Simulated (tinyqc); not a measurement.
# AlGaN/GaN HEMT with access regions, lumped model: what changes with what

A polarisation-induced electron sheet under a Schottky gate, in series with two ungated access regions and contacts. Drift law v = mu E/(1 + mu E/vs) under the gate. Currents in mA/mm, resistances in ohm mm. No self-heating, no channel-length modulation; fits for polarisation, barrier and offset are chosen for the exercise.

Inputs (values chosen for the exercise); values close to those of AlGaN/GaN structures: aluminium share of the barrier x = 0.21; barrier thickness d = 18 nm; relative permittivity of barrier and channel eps_r = 9.4; channel mobility mu = 1600 cm^2/(V s); saturation velocity vs = 1.5e7 cm/s; gate length Lg = 0.15 um; source access length Ls = 2 um; drain access length Ld = 2 um; resistance of each contact Rc = 0.27 ohm mm; share of the drain-access electrons removed by traps ft = 0; gate voltage Vg = -1 V; critical field Ec = 3.4 MV/cm; depth over which the depleted charge spreads te = 0.27 um; insulator under the field plate tf = 200 nm; relative permittivity of that insulator ei = 7.

Constants: q = 1.602176634e-19 C, eps0 = 8.8541878128e-14 F/cm where lengths are in cm. Results are converted to the units shown.

Each table varies one quantity; the others keep the values above.

## Output curve without and with trapping

sigma = (5e13 x + 1.6e13 x^2) cm^-2, phiB = 0.84 + 1.3 x, dEc = 0.7 (1.71 x + x^2) in volts, Cb = eps0 eps_r/d, VT = phiB - dEc - q sigma/Cb, access density n0 = -Cb VT/q. Access resistance R(L, n) = L/(q mu n sqrt(1 - (I/(q n vs))^2)); Rs = Rc + R(Ls, n0), Rd = Rc + R(Ld, (1 - ft) n0). Vg' = Vg - I Rs, Vd' = Vd - I (Rs + Rd); with u = Vg' - VT, Vc = vs Lg/mu and w the smaller of Vd' and Vc [sqrt(1 + 2 u/Vc) - 1] (0 if negative), the channel gives (mu Cb/Lg)(u w - w^2/2)/(1 + w/Vc). I equals that channel current. The two columns take ft = 0 and ft = 0.3; collapse = 1 - (second)/(first).

Output curve without and with trapping:
```
Vd (V)  I, ft = 0 (mA/mm)  I, ft = 0.3 (mA/mm)  collapse (%)
0.25                103.0                89.10         13.48
0.5                 203.7                176.6         13.33
1                   392.4                342.7         12.67
2                   592.8                583.4          1.58
3                   592.8                592.8          0.00
4                   592.8                592.8          0.00
6                   592.8                592.8          0.00
8                   592.8                592.8          0.00
12                  592.8                592.8          0.00
```

Without trapping the current rises from 103 to 593 mA/mm and first comes within 2 % of its last value at Vd = 2 V among the rows; with trapping that knee lies at 2 V. The collapse is 13 % in the first row, at most 13 % and 0 % in the last: once the gated channel saturates, the drain access only takes spare voltage. At Vd = 12 V the power passes 5 W/mm, where self-heating, left out here, lowers the current.

## Effect of the gate length

Same model as above.

Isat is I at Vd = 10 V, gm = dIsat/dVg, Ron the limit of Vd/I at small Vd.

The same in every row: VT (V) = -3.052; n0 (cm^-2) = 8.808e12.

Result of one run:
```
Lg (um)  Ron (ohm mm)  Isat (mA/mm)  gm (mS/mm)
0.29            2.503         534.6       303.5
```

What becomes of these results when the gate length Lg is changed from 0.29 to 3 um, all else the same?

Result of the changed run:
```
Lg (um)  Ron (ohm mm)  Isat (mA/mm)  gm (mS/mm)
3               4.288         245.8       182.2
```

The whole series:
```
Lg (um)  Ron (ohm mm)  Isat (mA/mm)  gm (mS/mm)
0.05            2.344         662.8       336.5
0.09            2.371         629.2       328.9
0.16            2.417         587.7       318.5
0.29            2.503         534.6       303.5
0.52            2.654         472.2       283.2
0.93            2.924         400.9       256.4
1.7             3.431         321.1       221.2
3               4.288         245.8       182.2
```

As Lg goes from 0.05 to 3 um, Ron rises from 2.34 to 4.29 ohm mm, Isat falls from 663 to 246 mA/mm and gm falls from 337 to 182 mS/mm. The ceiling Cb vs is 694 mS/mm. For Lg = 0.05 to 0.29 um the power passes 5 W/mm, where self-heating, left out here, lowers the current.

## Field plate: effect of the aluminium share of the barrier

Off state: a depleted stretch that holds the voltage V has the peak field sqrt(k V), k = 2 q n0/(eps0 eps_r te), so one edge holds V1 = Ec^2/k. The sheet under the plate pinches off at Vf = q n0 (1/Cb + tf/(eps0 ei)); beyond it the gate edge is screened. BV = V1 if Vf >= V1, else Vf + V1, and at most Ec Ld.

The same in every row: Ec Ld (V) = 680.00.

Results:
```
x     Vf (V)  V1 (V)  BV (V)
0.14  26.961  165.88  192.84
0.18  39.201  114.08  153.29
0.26  64.635  69.192  133.83
0.3   77.830  57.462  57.462
0.34  91.342  48.961  48.961
0.38  105.17  42.523  42.523
```

Estimate the missing row, x = 0.22.

Computed row:
```
x     Vf (V)  V1 (V)  BV (V)
0.22  51.759  86.405  138.16
```

With this row back in the table: BV falls from 193 to 42.5 V. The plate helps (Vf < V1) in 4 of the 7 rows, and the access length caps BV in 0. More sheet charge lowers Ron but steepens the field, so V1 falls.

tinyqc, about 0.03 s, one thread, Intel Xeon 2.30GHz (shared host): `OMP_NUM_THREADS=1 python tinyqc.py 2570166 2570167 out.jsonl`
